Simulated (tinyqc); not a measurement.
Inside a calculation: phonon-assisted absorption at an indirect gap. Values are carried at full precision from step to step, so a last printed digit may differ when a step is redone from the rounded ones.

alpha(E) = sum_j A_j [N_j (E - Eg + w_j)^2 + (N_j + 1)(E - Eg - w_j)^2], each bracket counted only where its base is positive; N_j = 1/(exp(w_j/kB T) - 1). The first term absorbs a phonon and the second emits one; excitons and direct transitions are left out.

Constants: kB = 8.617333262e-05 eV/K.

Inputs chosen for the exercise (loosely those of SiC at room temperature; Eg is not tied to T; shifted at random, so the results belong to these values and not to a real crystal): Eg = 3.18 eV (indirect gap, held fixed unless listed); w = (72.5, 44.2) meV (two zone-edge phonons); A = (3800, 650) 1/(cm eV^2) (their strengths); T = 500 K; E = 3.604 eV (photon energy); nr = 2.78 (refractive index); d = 1.7 micrometre (thickness); xj = 0.59 micrometre (dead layer at the surface); W = 5.2 micrometre (depleted width); L = 12 micrometre (minority diffusion length below it).

## The four branches at one energy

Evaluate the occupations and each term.

N_j: [0.2283, 0.5588]

terms with phonon absorption (1/cm): [213.9, 79.63]

terms with phonon emission (1/cm): [576.7, 146.2]

alpha = 1016 1/cm
wavelength hc/E (hc = 1239.841984 eV nm) = 344.0 nm

Phonon absorption supplies 28.9 % of alpha; the depth 1/alpha is 9.84 micrometre.

## What a slab does with it

Slab of thickness d in air, incoherent passes: R = ((nr - 1)/(nr + 1))^2, x = exp(-alpha d); transmitted Tr = (1 - R)^2 x/(1 - R^2 x^2), reflected Rt = R + (1 - R)^2 R x^2/(1 - R^2 x^2), absorbed Ab = (1 - R)(1 - x)/(1 - R x).

d in cm is 1e-4 times the value in micrometres.

R = 0.2217
x = 0.8413
Tr = 0.5279
Rt = 0.3202
Ab = 0.1518

A single pass would absorb (1 - R)(1 - x) = 0.1235; the back face adds 0.0283.

## Quantum efficiency of a diode

Photodiode (Gaertner form with a dead layer): QE = (1 - R) exp(-alpha xj) [1 - exp(-alpha W)/(1 + alpha L)], R = ((nr - 1)/(nr + 1))^2; responsivity = QE/E in A/W for E in eV.

Evaluate the factors; 1 micrometre = 1e-4 cm.

passes the dead layer = 0.9418
collected share = 0.7344
QE = 0.5383
responsivity = 0.1494 A/W

Without diffusion from below the collected share would be 0.4105.

## Checks

- Tr + Rt + Ab against 1: both 1.000000.

tinyqc: `OMP_NUM_THREADS=1 python tinyqc.py 1680727 1680728 out.jsonl`; about 0.01 s, one thread, shared Intel(R) Xeon(R) Processor @ 2.30GHz.
